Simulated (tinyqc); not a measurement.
Comparisons within one model: Landau levels with Rashba coupling. A value that a table varies takes the place of the one given here.

H = (p + eA)^2/2m + aR (sx ky - sy kx) + gs muB B sz/2. With d = 1/2 - gs m/4: E_0 = d hbar wc, and E(N, +/-) = hbar wc [N +/- sqrt(d^2 + 2 N aR^2/(l hbar wc)^2)] for N >= 1.

In a field B along z: l = 1/sqrt((e/hbar) B) is the magnetic length, n_B = B/(h/e) the number of states per area in one level, hbar wc = 2 muB B/m for mass m in m0; 1/angstrom^2 = 1e16/cm^2.

Each listed level takes n_B electrons. At zero temperature and without broadening EF sits in the partly filled level.

Constants: e/hbar = 1.519267448e-05 1/(T angstrom^2); h/e = 413566.7697 T angstrom^2; muB = 5.788381798e-05 eV/T.

Inputs chosen for the exercise (near those of an asymmetric InAs well; not measured data): m = 0.0293 m0 (mass); gs = -9.35 (g factor); aR = 0.03 eV angstrom (Rashba constant); Bs = (1, 2, 3, 5, 7, 10, 14) T (fields); B = 5.6 T (magnetic field); n = 3 x 1e11/cm^2 (electron sheet density).

## The fan of levels

The four lowest levels against B, with their labels in order.

Levels (meV):
```
B (T)  first  second  third  fourth       order
1.00    1.70    2.25   5.64    6.20  1- 0 2- 1+
2.00    3.40    4.49  11.30   12.40  1- 0 2- 1+
3.00    5.11    6.74  16.96   18.60  1- 0 2- 1+
5.00    8.52   11.23  28.27   30.99  1- 0 2- 1+
7.00   11.93   15.72  39.58   43.39  1- 0 2- 1+
10.0   17.04   22.46  56.55   61.98  1- 0 2- 1+
14.0   23.86   31.45  79.17   86.77  1- 0 2- 1+
```

The fourth level grows as B^1.00 over the first two rows and B^1.00 over the last two (1 for a parabolic band without a fixed offset such as a valley splitting, 1/2 for massless Dirac electrons). The order of the levels does not change. The term 2 aR^2/(l hbar wc)^2 falls as 1/B, from 0.002 to 0.000, against d^2 = 0.323.

## What each parameter does

The second and third levels from below, nu = n/n_B, and EF. Each row changes one parameter from the base and keeps the others.

Results:
```
case                    second level (meV)  third level (meV)    nu  EF (meV)
base                                 12.58              31.66  2.22     31.66
B = 4.76 T                           10.69              26.91  2.61     26.91
m = 0.0249 m0                        14.53              37.53  2.22     37.53
gs = -11.2                           12.88              31.36  2.22     31.36
aR = 0.036 eV angstrom               12.58              31.66  2.22     31.66
n = 3.6 x 1e11/cm^2                  12.58              31.66  2.66     31.66
```

The largest shifts from the base row, up to three for each result and ties (the steps differ in size, so this ranks the rows, not the parameters). second level (meV): m +1.95, B -1.89, gs +0.30; unchanged at the printed digits by aR and n. third level (meV): m +5.87, B -4.75, gs -0.30; unchanged at the printed digits by aR and n. nu: n +0.44, B +0.39; unchanged at the printed digits by m, gs and aR. EF (meV): m +5.87, B -4.75, gs -0.30; unchanged at the printed digits by aR and n.

Run: tinyqc, `OMP_NUM_THREADS=1 python tinyqc.py 1251696 1251697 out.jsonl`; Intel(R) Xeon(R) Processor @ 2.30GHz, one thread, shared host; about 0.01 s of CPU time with all checks.
